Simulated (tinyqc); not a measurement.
Thickness, silicon consumed, volume change, sheet resistance: thermodynamics of metal silicides: hull, first phase, silicon consumed, nucleation and stability against SiO2. Computed by tinyqc, a small Python program. Command: `OMP_NUM_THREADS=1 python tinyqc.py 3013280 3013281 out.jsonl silphase walk`. One thread of a shared host (Intel(R) Xeon(R) Processor @ 2.30GHz), about 0.01 s of CPU time with the checks.

Entropies of formation of the solids are neglected, so heats stand for free energies. Si fractions: M2Si 0.3333, MSi 0.5000, MSi2 0.6667.

Inputs (values chosen for the exercise, of the order of those of nickel silicides for heats and volumes only): molar volume of M = 6.59 cm^3/mol; molar volume of Si = 12.06 cm^3/mol; metal thickness t = 25 nm.

Phases: M2Si, MSi, MSi2.

volumes of the three phases per mole of M (cm^3/mol): [9.82, 14.5, 23.8]

resistivities of the three phases (microohm cm): [27, 31, 31]

Method. Per phase M_a Si_b, for ample silicon (not limited to t_Si): silicide thickness = t V/V_M; silicon consumed = t (b/a) V_Si/V_M; net volume change = V/(V_M + (b/a) V_Si) - 1; the top surface lies (silicide thickness - silicon consumed) above the old interface; sheet resistance = resistivity/thickness.

Films:
```
phase  thickness (nm)  Si consumed (nm)  volume change (%)  top above old interface (nm)  sheet resistance (ohm)
M2Si           37.253            22.876            -22.187                        14.378                  7.2477
MSi            55.008            45.751            -22.252                         9.256                  5.6356
MSi2           90.288            91.502            -22.501                        -1.214                  3.4334
```

silicon consumed by MSi = 45.751 nm

sheet resistance of MSi = 5.6356 ohm

What follows from these numbers?

For a given sheet resistance the silicon consumed goes as resistivity x (b/a)/V: M2Si 1.37, MSi 2.14, MSi2 2.61. It is least for M2Si, which matters on shallow junctions and thin silicon. All three reactions shrink the total volume.

Extremes, crossings and ranges named in words are read from the listed rows.
